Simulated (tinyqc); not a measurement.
Bound state in one dimension: Numerov shooting, finite differences, DVR, step by step. Computed by tinyqc, a small Python program that keeps every step. Settings: points = 64. Command: `OMP_NUM_THREADS=1 python tinyqc.py 26621 26622 out.jsonl` (the two numbers bound the seeds that draw the settings). One thread of a shared host (Intel(R) Xeon(R) Processor @ 2.60GHz), about 0.01 s of CPU time with the checks.

## Numerov steps at E = -6.73

One particle of mass 1 in V = -6.87 exp(-x^2/1.59^2) (atomic units), psi = 0 at both ends:
```
parameter                value
left end                    -7
right end                    7
intervals                   64
h                     0.218750
state sought (nodes)         1
```

k_i = 2 m (E - V_i); (1 + h^2 k_(i+1)/12) y_(i+1) = 2 (1 - 5 h^2 k_i/12) y_i - (1 + h^2 k_(i-1)/12) y_(i-1), from y_0 = 0, y_1 = 0.001.

Points along the way:
```
i         x          V         k            y
0   -7.0000  -2.63e-08  -13.4600       0.0000
1   -6.7812  -8.66e-08  -13.4600       0.0010
2   -6.5625  -2.75e-07  -13.4600       0.0027
3   -6.3438  -8.39e-07  -13.4600       0.0062
4   -6.1250  -2.47e-06  -13.4600       0.0139
5   -5.9062  -6.99e-06  -13.4600       0.0311
21  -2.4062    -0.6955  -12.0690   11094.9756
22  -2.1875    -1.0350  -11.3901   23759.5440
23  -1.9688    -1.4829  -10.4942   49834.9360
24  -1.7500    -2.0458   -9.3684  101640.9396
25  -1.5312    -2.7175   -8.0251  199900.2771
26  -1.3125    -3.4756   -6.5088  375677.5289
```

## Bisection on the node count

With more sign changes than the state has nodes (the last point included) the energy is too high, else too low; the bracket starts as -6.73 to -0.05.

Trials:
```
trial          E  sign changes  y at the right end   next
1      -3.390000             2            6.78e+08  lower
2      -5.060000             1           -2.95e+12  raise
3      -4.225000             1           -4.68e+10  raise
4      -3.807500             1           -7.32e+08  raise
5      -3.598750             2            8.71e+08  lower
6      -3.703125             2            5.12e+08  lower
7      -3.755313             2            4.52e+07  lower
8      -3.781406             1           -2.97e+08  raise
9      -3.768359             1           -1.16e+08  raise
10     -3.761836             1           -3.27e+07  raise
11     -3.758574             2            6.84e+06  lower
12     -3.760205             1           -1.28e+07  raise
13     -3.759390             1           -2.93e+06  raise
14     -3.758982             2            1.97e+06  lower
...          ...           ...                 ...    ...
28     -3.759146             2            6.61e+01  lower
29     -3.759146             1           -8.32e+01  raise
30     -3.759146             1           -8.55e+00  raise
```

eigenvalue = -3.759146 hartree

## The same grid by other methods

Three-point finite differences and the sine-DVR kinetic matrix of Colbert and Miller on the same points.

Lowest levels (hartree):
```
state  finite differences      DVR
0                 -5.7855  -5.7789
1                 -3.7851  -3.7587
2                 -2.1334  -2.0830
3                 -0.8693  -0.8095
```
